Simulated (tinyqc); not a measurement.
Bandgap voltage reference from two bipolar transistors: one step of the calculation.

Two transistors of area 1 and N carry the same current I. Is(T) = Is (T/T0)^eta exp[(Vg0 q/kB)(1/T0 - 1/T)], VBE1 = Vt ln(I/Is(T)) + I rb, VBE2 = Vt ln(I/(N Is(T))) + I rb/N. The amplifier forces I R1(T) = VBE1 - VBE2 + Vos, with R(T) = R (1 + tc (T - T0)) for both resistors, and the output is Vref = VBE1 + I R2(T). Base currents and the Early effect are neglected.

Question. Resistor for zero slope at T0, ideal case. With tc = 0, Vos = 0 and rb = 0 the current is proportional to T, dVBE/dT = (VBE - Vg0 - (eta - 1) Vt)/T, and Vref has zero slope at T0 when Vref = Vg0 + (eta - 1) Vt0. Find VBE1, its slope, that Vref, R2/R1 and the curvature d2Vref/dT2 = -(eta - 1) kB/(q T0).

Values chosen for this exercise; values of the order met in silicon bipolar transistors:
- T0 = 300 K (reference temperature)
- Vg0 = 1.175 V (band-gap voltage extrapolated to 0 K)
- eta = 4.2 (temperature exponent of the saturation current)
- Is = 3e-17 A (saturation current of the unit transistor at T0)
- N = 10 (area ratio of the second transistor)
- R1 = 3.8 kohm (resistor across which the difference of VBE falls, at T0)

Constants: q = 1.602176634e-19 C, kB = 1.380649e-23 J/K. Results are converted to the units shown.

Wanted: VBE1; dVBE/dT; Vref; R2/R1; curvature.

Answer.

VBE1 = 0.6975 V
dVBE/dT = -1.867 mV/K
Vref = 1.258 V
R2/R1 = 9.411
curvature = -0.9192 uV/K^2

Numbers from tinyqc (`OMP_NUM_THREADS=1 python tinyqc.py 2062070 2062071 out.jsonl`; about 0.02 s on one thread of a shared Intel Xeon 2.30GHz).
